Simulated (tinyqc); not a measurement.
Inside a calculation. Method: LCCD on RHF in the cc-pvdz basis, for He, spin multiplicity 1. Computed by tinyqc, a small Python program that keeps every step (integrals from PySCF). Settings: charge = 0, multiplicity = 1, basis = cc-pvdz, method = RHF, energy threshold = 1e-10, iteration cap = 67, orthogonalisation = canonical, start = core, DIIS depth = 6, amplitude equations = LCCD, DIIS depth for amplitudes = 4, cap on updates = 71. Command: `OMP_NUM_THREADS=1 python tinyqc.py 26758 26759 out.jsonl` (the two numbers bound the seeds that draw the settings). One thread of a shared host (Intel(R) Xeon(R) Processor @ 2.60GHz), about 0.04 s of CPU time with the checks. The early iterations of the SCF are left out here.

## One-electron integrals

Geometry (angstrom):
```
atom        x        y        z
He    0.00000  0.00000  0.00000
```

Basis cc-pvdz: exponents (1/bohr^2) and contraction coefficients of normalised primitives:
```
element  l (shell)  exponent  coefficient
He           s (1)  38.36000      0.04018
He           s (1)   5.77000      0.26137
He           s (1)   1.24000      0.79307
He           s (2)   0.29760      1.00000
He           p (3)   1.27500      1.00000
```

Overlap, kinetic and nuclear-attraction integrals over the contracted functions; the nuclear repulsion is the sum of Za Zb / Rab.

nuclear repulsion = 0 hartree

overlap S:
```
          1He 1s   1He 2s  1He 2px  1He 2py  1He 2pz
1He 1s   1.00000  0.63417  0.00000  0.00000  0.00000
1He 2s   0.63417  1.00000  0.00000  0.00000  0.00000
1He 2px  0.00000  0.00000  1.00000  0.00000  0.00000
1He 2py  0.00000  0.00000  0.00000  1.00000  0.00000
1He 2pz  0.00000  0.00000  0.00000  0.00000  1.00000
```

kinetic energy T (hartree):
```
          1He 1s   1He 2s  1He 2px  1He 2py  1He 2pz
1He 1s   2.92243  0.46666  0.00000  0.00000  0.00000
1He 2s   0.46666  0.44640  0.00000  0.00000  0.00000
1He 2px  0.00000  0.00000  3.18750  0.00000  0.00000
1He 2py  0.00000  0.00000  0.00000  3.18750  0.00000
1He 2pz  0.00000  0.00000  0.00000  0.00000  3.18750
```

nuclear attraction V (hartree):
```
           1He 1s    1He 2s   1He 2px   1He 2py   1He 2pz
1He 1s   -4.80269  -2.01245   0.00000   0.00000   0.00000
1He 2s   -2.01245  -1.74107   0.00000   0.00000   0.00000
1He 2px   0.00000   0.00000  -2.40250   0.00000   0.00000
1He 2py   0.00000   0.00000   0.00000  -2.40250   0.00000
1He 2pz   0.00000   0.00000   0.00000   0.00000  -2.40250
```

core Hamiltonian H = T + V (hartree):
```
           1He 1s    1He 2s  1He 2px  1He 2py  1He 2pz
1He 1s   -1.88025  -1.54579  0.00000  0.00000  0.00000
1He 2s   -1.54579  -1.29467  0.00000  0.00000  0.00000
1He 2px   0.00000   0.00000  0.78500  0.00000  0.00000
1He 2py   0.00000   0.00000  0.00000  0.78500  0.00000
1He 2pz   0.00000   0.00000  0.00000  0.00000  0.78500
```

## Two-electron integrals

Functions are numbered as in S; the eight-fold symmetry (ij|kl) = (ji|kl) = (kl|ij) leaves the list below.

Two-electron integrals (ij|kl) in chemists' order, unique and non-zero (hartree):
```
(11|11) 1.54304   (21|11) 0.78498   (21|21) 0.42677   (22|11) 0.80346
(22|21) 0.47591   (22|22) 0.61556   (31|31) 0.17731   (32|31) 0.14252
(32|32) 0.13001   (33|11) 1.09980   (33|21) 0.62778   (33|22) 0.73440
(33|33) 1.04053   (41|41) 0.17731   (42|41) 0.14252   (42|42) 0.13001
(43|43) 0.06371   (44|11) 1.09980   (44|21) 0.62778   (44|22) 0.73440
(44|33) 0.91312   (44|44) 1.04053   (51|51) 0.17731   (52|51) 0.14252
(52|52) 0.13001   (53|53) 0.06371   (54|54) 0.06371   (55|11) 1.09980
(55|21) 0.62778   (55|22) 0.73440   (55|33) 0.91312   (55|44) 0.91312
(55|55) 1.04053
```

## Orthogonalisation

S = U s U^T; canonical form X = U s^(-1/2), so that X^T S X = 1. Each column of U has its largest component positive (the first on a tie).

eigenvalues of S: 0.36583  1.00000  1.00000  1.00000  1.63417

X:
```
                1        2        3        4        5
1He 1s    1.16908  0.00000  0.00000  0.00000  0.55314
1He 2s   -1.16908  0.00000  0.00000  0.00000  0.55314
1He 2px   0.00000  1.00000  0.00000  0.00000  0.00000
1He 2py   0.00000  0.00000  1.00000  0.00000  0.00000
1He 2pz   0.00000  0.00000  0.00000  1.00000  0.00000
```

Within a degenerate level the vectors are fixed only up to a rotation; this is one choice.

## Iteration 9 (converged): orbitals

converged F (hartree):
```
           1He 1s    1He 2s  1He 2px  1He 2py  1He 2pz
1He 1s   -0.55043  -0.99987  0.00000  0.00000  0.00000
1He 2s   -0.99987  -0.42882  0.00000  0.00000  0.00000
1He 2px   0.00000   0.00000  2.52437  0.00000  0.00000
1He 2py   0.00000   0.00000  0.00000  2.52437  0.00000
1He 2pz   0.00000   0.00000  0.00000  0.00000  2.52437
```

Diagonalise F' = X^T F X, C = X C', fill 1 alpha and 1 beta electrons from the bottom; D = 2 C_occ C_occ^T. Each column has its largest component positive (the first on a tie).

F' = X^T F X (hartree):
```
          1        2        3        4         5
1   1.39476  0.00000  0.00000  0.00000  -0.07864
2   0.00000  2.52437  0.00000  0.00000   0.00000
3   0.00000  0.00000  2.52437  0.00000   0.00000
4   0.00000  0.00000  0.00000  2.52437   0.00000
5  -0.07864  0.00000  0.00000  0.00000  -0.91147
```

orbital energies (hartree): MO1 -0.91415, MO2 1.39744, MO3 2.52437, MO4 2.52437, MO5 2.52437

coefficients C:
```
             MO1       MO2      MO3      MO4       MO5
1He 1s   0.59262  -1.14957  0.00000  0.00000   0.00000
1He 2s   0.51303   1.18723  0.00000  0.00000   0.00000
1He 2px  0.00000   0.00000  1.00000  0.00000   0.00000
1He 2py  0.00000   0.00000  0.00000  1.00000  -0.00092
1He 2pz  0.00000   0.00000  0.00000  0.00092   1.00000
```

D after iteration 9:
```
          1He 1s   1He 2s  1He 2px  1He 2py  1He 2pz
1He 1s   0.70239  0.60806  0.00000  0.00000  0.00000
1He 2s   0.60806  0.52639  0.00000  0.00000  0.00000
1He 2px  0.00000  0.00000  0.00000  0.00000  0.00000
1He 2py  0.00000  0.00000  0.00000  0.00000  0.00000
1He 2pz  0.00000  0.00000  0.00000  0.00000  0.00000
```

Within a degenerate level the vectors are fixed only up to a rotation; this is one choice.

## Convergence

Stop when the energy changes by less than 1e-10 hartree and every element of the error matrix X^T (F D S - S D F) X is below 3e-06.

Course of the cycle:
```
iteration  E (hartree)     change  largest element of the error matrix
1           -2.7418968          -                             6.75e-01
2           -2.8544099  -1.13e-01                             5.66e-02
3           -2.8551604  -7.51e-04                             3.67e-04
4           -2.8551605  -2.52e-08                             1.66e-04
5           -2.8551605  -3.75e-09                             1.07e-04
6           -2.8551605  -1.22e-09                             7.88e-05
7           -2.8551605  -5.43e-10                             6.24e-05
8           -2.8551605  -9.12e-10                             6.95e-08
9           -2.8551605  -1.78e-15                             1.56e-10
```

PySCF RHF in the same basis = -2.8551605 hartree

Converged in 9 iterations.

## Integrals over molecular orbitals

(pq|rs) = sum C_ip C_jq C_kr C_ls (ij|kl), one index at a time.

one-electron integrals over orbitals h = C^T H C (hartree):
```
          1         2        3        4        5
1  -1.94101   0.31645  0.00000  0.00000  0.00000
2   0.31645  -0.09024  0.00000  0.00000  0.00000
3   0.00000   0.00000  0.78500  0.00000  0.00000
4   0.00000   0.00000  0.00000  0.78500  0.00000
5   0.00000   0.00000  0.00000  0.00000  0.78500
```

Two-electron integrals over orbitals (pq|rs), unique and non-zero (hartree):
```
(11|11) 1.02686    (21|11) -0.31645   (21|21) 0.22751    (22|11) 0.85759
(22|21) -0.25520   (22|22) 0.76549    (31|31) 0.18315    (32|31) -0.02539
(32|32) 0.02853    (33|11) 0.96126    (33|21) -0.23048   (33|22) 0.77495
(33|33) 1.04053    (41|41) 0.18315    (42|41) -0.02539   (42|42) 0.02853
(43|43) 0.06371    (44|11) 0.96126    (44|21) -0.23048   (44|22) 0.77495
(44|33) 0.91312    (44|44) 1.04053    (51|51) 0.18315    (52|51) -0.02539
(52|52) 0.02853    (53|53) 0.06371    (54|54) 0.06371    (55|11) 0.96126
(55|21) -0.23048   (55|22) 0.77495    (55|33) 0.91312    (55|44) 0.91312
(55|55) 1.04053
```

## LCCD: starting amplitudes

t_ij^ab = <ij||ab> / (e_i + e_j - e_a - e_b), whose energy is MP2.

Starting amplitudes (spin orbitals 1a, 1b, ...; amplitudes related by a flip of all spins are not repeated):
```
from      to         t
1a 1b  2a 2b  -0.04921
1a 1b  3a 3b  -0.02663
1a 1b  4a 4b  -0.02663
1a 1b  5a 5b  -0.02663
```

correlation energy = -0.0258283 hartree

## LCCD: amplitude update 1

t_ij^ab D_ij^ab are set to the remaining terms of the spin-orbital equations, evaluated with the old amplitudes; for the doubles these are <ij||ab> + 1/2 <ab||ef> t_ij^ef + 1/2 <mn||ij> t_mn^ab + P(ij)P(ab) <mb||ej> t_im^ae, D the orbital-energy denominators (linear CCD).

Amplitudes after update 1 (spin orbitals 1a, 1b, ...; amplitudes related by a flip of all spins are not repeated):
```
from      to         t
1a 1b  2a 2b  -0.06131
1a 1b  3a 3b  -0.03140
1a 1b  4a 4b  -0.03140
1a 1b  5a 5b  -0.03140
```

correlation energy = -0.0312007 hartree

## LCCD: amplitude update 2

As before.

Amplitudes after update 2 (spin orbitals 1a, 1b, ...; amplitudes related by a flip of all spins are not repeated):
```
from      to         t
1a 1b  2a 2b  -0.06432
1a 1b  3a 3b  -0.03224
1a 1b  4a 4b  -0.03224
1a 1b  5a 5b  -0.03224
```

correlation energy = -0.0323465 hartree

## LCCD: amplitude update 3

t_ij^ab D_ij^ab are set to the remaining terms of the spin-orbital equations, evaluated with the old amplitudes; for the doubles these are <ij||ab> + 1/2 <ab||ef> t_ij^ef + 1/2 <mn||ij> t_mn^ab + P(ij)P(ab) <mb||ej> t_im^ae, D the orbital-energy denominators (linear CCD). DIIS then mixes the stored amplitudes.

DIIS coefficients: -0.30635  1.30635

Amplitudes after update 3 (spin orbitals 1a, 1b, ...; amplitudes related by a flip of all spins are not repeated):
```
from      to         t
1a 1b  2a 2b  -0.06530
1a 1b  3a 3b  -0.03243
1a 1b  4a 4b  -0.03243
1a 1b  5a 5b  -0.03243
```

correlation energy = -0.0326742 hartree

## LCCD: convergence

E_corr = 1/4 sum <ij||ab> t_ij^ab; stop when the norm of the change is below 1e-8.

Course of the amplitude iterations:
```
update  correlation energy (hartree)  norm of the change
0                         -0.0258283                   -
1                         -0.0312007            2.93e-02
2                         -0.0323465            6.68e-03
3                         -0.0326742            1.59e-03
4                         -0.0326708            5.74e-05
5                         -0.0326708            5.89e-17
```

Converged amplitudes (spin orbitals 1a, 1b, ...; amplitudes related by a flip of all spins are not repeated):
```
from      to         t
1a 1b  2a 2b  -0.06533
1a 1b  3a 3b  -0.03241
1a 1b  4a 4b  -0.03241
1a 1b  5a 5b  -0.03241
```

LCCD total energy = -2.8878313 hartree

Converged in 5 updates, with DIIS from the third.
